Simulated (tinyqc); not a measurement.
Programming of a floating-gate cell by Fowler-Nordheim tunnelling: programming by a staircase of pulses.

Per tunnel area the floating gate has Ctun = 3.9 eps0/tox to the channel (0 V) and Ccg to the control gate, Ct = Ctun/(1 - ag), no other coupling. With the threshold shift U = -Q/Ccg the field is F = ag (Vg - U)/tox, and dU/dt = J/Ccg. Fowler-Nordheim: J = A F^2 exp(-B/F), A = q^2/(16 pi^2 hbar mo phi) (times 1e14 for A/cm^2 with F in V/nm, emitter mass m0), B = (4/3) sqrt(mo/C) phi^1.5, C = hbar^2/(2 m0).

Pulse i = 1, 2, ... has the height 11.3 V + (i - 1) 0.2 V and lasts 33 us; each starts from the U that the last one left. Exact: exp(B/F(t)) = exp(B/F(0)) + K t, K = A B ag/(Ccg tox), and U = Vg - tox F/ag.

Inputs (values chosen for the exercise); oxide values close to those of silicon dioxide:
```
symbol,value,unit,meaning
phi,3.18,eV,tunnel barrier
mo,0.42,m0,tunnelling mass
tox,7.2,nm,tunnel oxide thickness
ag,0.54,,coupling ratio Ccg/Ct
Vt0,-1.9,V,threshold shift at the start
```

Constants: q = 1.602176634e-19 C, hbar = 1.054571817e-34 J s, m0 = 9.1093837015e-31 kg, eps0 = 8.8541878128e-14 F/cm where lengths are in cm, hbar^2/(2 m0) = 0.0380998212 eV nm^2. Results are converted to the units shown.

Result of one run:

| N | last pulse (V) | U (V) | gain of the last pulse (V) | F at its end (V/nm) |
|---|---|---|---|---|
| 6 | 12.300 | -1.2541 | 0.15227 | 1.0166 |

What becomes of these results when the number of pulses N is changed from 6 to 1, all else the same?

Result of the changed run:

| N | last pulse (V) | U (V) | gain of the last pulse (V) | F at its end (V/nm) |
|---|---|---|---|---|
| 1 | 11.300 | -1.8396 | 0.060437 | 0.98547 |

The whole series:

| N | last pulse (V) | U (V) | gain of the last pulse (V) | F at its end (V/nm) |
|---|---|---|---|---|
| 1 | 11.300 | -1.8396 | 0.060437 | 0.98547 |
| 2 | 11.500 | -1.7605 | 0.079025 | 0.99454 |
| 3 | 11.700 | -1.6616 | 0.098905 | 1.0021 |
| 4 | 11.900 | -1.5430 | 0.11859 | 1.0082 |
| 6 | 12.300 | -1.2541 | 0.15227 | 1.0166 |
| 8 | 12.700 | -0.91442 | 0.17473 | 1.0211 |
| 11 | 13.300 | -0.35365 | 0.19126 | 1.0240 |
| 14 | 13.900 | 0.23329 | 0.19714 | 1.0250 |
| 18 | 14.700 | 1.0284 | 0.19937 | 1.0254 |

The gain of a pulse rises from 0.0604 to 0.199 V and settles at the step of 0.2 V: the field at the end of a pulse becomes steady, 1.03 V/nm, so U follows the gate one to one whatever it started from. It is within 5 % of the step from pulse 11 on among the rows. For N = 3, 4, 6, 8, 11, 14, 18 the field stays above 10 MV/cm, which wears the oxide.

Range of the model: Programming fields of 10 MV/cm and more wear the oxide; trapping and the channel potential are ignored.

Computed by the program tinyqc: `OMP_NUM_THREADS=1 python tinyqc.py 2130151 2130152 out.jsonl`, one thread of a shared Intel Xeon 2.30GHz, about 0.02 s for the whole run.
